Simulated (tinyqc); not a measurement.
Worked calculation: tight binding, honeycomb lattice. Computed by tinyqc, a small Python program that keeps every step. Settings: t1 = 1.97, t2 = 0, phi = -0.35, delta = 0, points = 5. Command: `OMP_NUM_THREADS=1 python tinyqc.py 20027 20028 out.jsonl` (the two numbers bound the seeds that draw the settings). One thread of a shared host (Intel(R) Xeon(R) Processor @ 2.60GHz), about 0.01 s of CPU time with the checks.

## Bloch Hamiltonian at k

Parameters chosen for this model:
```
parameter      value                        unit
t1          1.970000                 eV, nearest
t2                 0       eV, second neighbours
phi        -0.350000  rad, phase of t2 (Haldane)
delta              0          eV, +/- on A and B
```

k point k (fractions of the reciprocal vectors): -0.21000  -0.05000

H_AB = -t1 (1 + exp(-i k.a1) + exp(-i k.a2)); H_AA = delta - 2 t2 sum cos(k.b + phi), H_BB = -delta - 2 t2 sum cos(k.b - phi), b = a1, a2 - a1, -a2.

H(k) at k (eV):
```
                   A                  B
A            0.00000  -4.33350-2.51687i
B  -4.33350+2.51687i            0.00000
```

## Levels at k

Diagonalise the Hermitian matrix.

eigenvalues (eV): -5.01137  5.01137

weights |c|^2 of the basis functions:
```
    band 1   band 2
A  0.50000  0.50000
B  0.50000  0.50000
```

## Bloch Hamiltonian at K

k point K (fractions of the reciprocal vectors): 0.33333  0.66667

As before.

H(k) at K (eV):
```
         A        B
A  0.00000  0.00000
B  0.00000  0.00000
```

## Levels at K

As before.

eigenvalues (eV): 0.00000  0.00000

## Bands along a path

The same steps at evenly spaced points between the labelled ones.

Bands along the path (eV):
```
k            band 1   band 2
G          -5.91000  5.91000
G-K 0.33   -4.98822  4.98822
G-K 0.67   -2.65417  2.65417
K                 0        0
K-M 0.33   -1.04822  1.04822
K-M 0.67   -1.73239  1.73239
M          -1.97000  1.97000
M-K' 0.33  -1.73239  1.73239
M-K' 0.67  -1.04822  1.04822
K'                0        0
```

With 1 band(s) filled, the highest filled level on these points lies at K and the lowest empty one at K: the bands touch or overlap, so there is no gap.
